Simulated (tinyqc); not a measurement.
Trap depth and cross-section from two peaks.

Problem. A DLTS peak lies where ew = sn g T^2 exp(-Et/kB T), g = vth Nc/(300 K)^2. Find Et and sn.

Inputs (values chosen for the exercise):
- Nc = 2.34e18 cm^-3 (conduction-band density of states at 300 K)
- vth = 2.6e7 cm/s (thermal velocity at 300 K)

Constants: q = 1.602176634e-19 C, kB = 1.380649e-23 J/K. Results are converted to the units shown.

peak temperatures for ew = 20 and 2000 1/s (K): 141.94839  176.57857

Solution. The slope of ln(ew/T^2) against q/kB T is -Et, and the intercept is ln(sn g).

Et = 0.260 eV
sn = 2.50e-15 cm^2

Computed by the program tinyqc: `OMP_NUM_THREADS=1 python tinyqc.py 2050122 2050123 out.jsonl`, one thread of a shared Intel Xeon 2.30GHz, about 0.01 s for the whole run.
